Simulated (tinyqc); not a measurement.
Off-state leakage of single and stacked transistors: one step of the calculation.

n-channel devices of unit width. Subthreshold current I(Vg, Vs, Vd) = I0 (T/300 K)^0.5 exp[(Vg - Vs - VT(T) - gb (Vs - Vb) + dd (Vd - Vs))/(nf Vt)] (1 - exp(-(Vd - Vs)/Vt)), VT(T) = VT - cT (T - 300 K). Gate-edge tunnelling Ig (Vd/1 V) exp(ag (Vd - 1 V)), for a gate at 0 V, and band-to-band leakage Ab u exp(-Bb/u), u = Vd - Vb + 1 V, flow at a drain held at V; both are taken as independent of T. In a stack of off transistors (all gates at 0 V) the same subthreshold current passes through each.

Task. New Vx. Stack of two, Vx the node between them: I_low = I(0, 0, Vx), I_up = I(0, Vx, V), f = ln(I_up/I_low), f' = -(1 + gb + 2 dd)/(nf Vt) - 1/(Vt (exp(Vx/Vt) - 1)) - 1/(Vt (exp((V - Vx)/Vt) - 1)), Vx(new) = Vx - f/f'.

Values chosen for this exercise; values of the order met in bulk silicon logic transistors:
```
symbol,value,unit,meaning
T,378,K,temperature
V,1,V,supply voltage
VT,0.3,V,"threshold at 300 K, zero drain and body bias"
cT,0.5,mV/K,fall of the threshold with temperature
I0,0.14,uA/um,current at threshold at 300 K
nf,1.5,,slope factor
dd,0.11,,drain-induced lowering per volt
gb,0.17,,rise of the threshold per volt of source-body bias
Vb,-0.6,V,body voltage
```

Constants: q = 1.602176634e-19 C, kB = 1.380649e-23 J/K, Vt = kB T/q. Results are converted to the units shown.

Vx after iteration 1 = 0.082070591 V

Give: I_low; I_up; f; f'; Vx after iteration 2.

Result.

I_low = 0.1032 nA/um
I_up = 0.1032 nA/um
f = 4.558e-4
f' = -31.14 1/V
Vx after iteration 2 = 0.08209 V

tinyqc, about 0.03 s, one thread, Intel Xeon 2.30GHz (shared host): `OMP_NUM_THREADS=1 python tinyqc.py 2242029 2242030 out.jsonl`
